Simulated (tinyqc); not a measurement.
# Vacuum evaporation: vapour pressure, source flux, thickness distribution, purity and step coverage, step by step

A worked calculation. Computed by tinyqc, a small Python program that keeps every step. Command: `OMP_NUM_THREADS=1 python tinyqc.py 3112185 3112186 out.jsonl evap walk`. One thread of a shared host (Intel(R) Xeon(R) Processor @ 2.30GHz), about 0.01 s of CPU time with the checks. Intermediate numbers are printed to about 5 digits and carried at full precision; extremes and crossings named in words are read from the listed rows.

Molecular flow, unit sticking of the metal, no re-evaporation. The background gas is taken as water vapour (18.015 g/mol, collision diameter 0.37 nm) at 300 K.

Inputs (values chosen for the exercise, modelled on germanium, with constants for the liquid): molar mass M = 72.63 g/mol; film density rho = 5.32 g/cm^3; vapour-pressure constant A = 10.65; vapour-pressure constant B = 17600 K; source temperature T = 1650 K; source area = 0.91 cm^2; directionality n = 3; source-to-wafer distance h = 61 cm; wafer radius R = 5 cm; source offset from the axis s/h = 0.87; background pressure p = 2e-06 Pa; sticking of background gas = 0.2; aspect ratio of a trench = 1.6.

Constants: u = 1.6605390666e-27 kg; k_B = 1.380649e-23 J/K; R = 8.314462618 J/(mol K).

## Vapour pressure and flux

log10(p_v/Pa) = A - B/T; flux from the surface Phi = p_v/sqrt(2 pi m k_B T), m = M u. Mass loss = Phi x area x m; heat of evaporation = ln(10) R B; d ln Phi/dT = ln(10) B/T^2 - 1/(2 T).

vapour pressure p_v = 0.96235 Pa

flux Phi = 7.3245e+17 1/(cm^2 s)

mass loss = 0.28939 g/h

heat of evaporation = 336.95 kJ/mol

change of flux per kelvin = 1.4582 %/K

Holding the rate to 1 % needs the temperature to about 0.69 K.

## Rate and uniformity on a fixed wafer above the source

A small source emits (n + 1) Phi area cos^n(phi)/(2 pi) per solid angle; on a parallel plane at height h and lateral distance l the arrival rate is (n + 1) Phi area/(2 pi h^2) x (1 + (l/h)^2)^(-(n + 3)/2). Growth rate = arrival rate x m/rho, m = M u. The wafer is fixed and centred above the source.

arrival rate at the centre = 1.1404e+14 1/(cm^2 s)

growth rate at the centre = 0.025852 nm/s

edge over centre = 0.98011

non-uniformity (max - min)/(max + min) = 1.0044 %

share of the material that lands on the wafer, 1 - (1 + (R/h)^2)^(-(n + 1)/2) = 1.3303 %

## Offset source and rotation

Rotating wafer, source offset by s and facing upwards: thickness at radius r is the mean over the angle a of (1 + (r^2 + s^2 - 2 r s cos a)/h^2)^(-(n + 3)/2), by 360 equal steps; non-uniformity (max - min)/(max + min) over 21 radii from 0 to R.

centre thickness relative to an axial source = 0.18440

edge over centre, rotating = 1.0083

non-uniformity, rotating = 0.41087 %

## Choosing the offset

The curvature at the centre vanishes at s/h = sqrt(2/(n + 3)).

Against the offset:
```
s/h  centre thickness  edge over centre  non-uniformity (%)
0.0            1.0000            0.9801              1.0044
0.2            0.8890            0.9838              0.8187
0.4            0.6407            0.9922              0.3919
0.5            0.5120            0.9967              0.1649
0.6            0.3975            1.0008              0.0392
0.7            0.3023            1.0042              0.2089
0.8            0.2267            1.0068              0.3404
0.9            0.1686            1.0088              0.4360
1.1            0.0926            1.0109              0.5398
```

The best row, s/h = 0.6, has 0.039 % against 1.0 % on the axis, at the price of a rate lower by a factor 2.52; the small-wafer optimum is sqrt(2/(n + 3)) = 0.58.

## Scattering and purity

Mean free path lambda = k_B T_g/(sqrt2 pi d^2 p); unscattered share exp(-h/lambda); gas arrival p/sqrt(2 pi m_g k_B T_g); impurity ratio = sticking x gas arrival/metal arrival; monolayer time = 1e15 cm^-2/(sticking x gas arrival).

mean free path = 3404.9 m

unscattered share = 0.99982

gas arrival rate = 7.1680e+12 1/(cm^2 s)

impurity ratio = 0.012571

monolayer time = 697.55 s

## A trench at the wafer edge

Fixed wafer, axial point source, trench running tangentially at r = R: the beam arrives at tan(a) = R/h. Shadowed share of the floor = aspect ratio x tan(a) (at most 1); the wall facing the source grows at tan(a) times the field rate, the other wall not at all.

angle a = 4.6859 degrees

shadowed share of the floor = 0.13115

wall over field thickness = 0.081967

Checks made by the program: share on the wafer by quadrature (relative difference 6e-10).
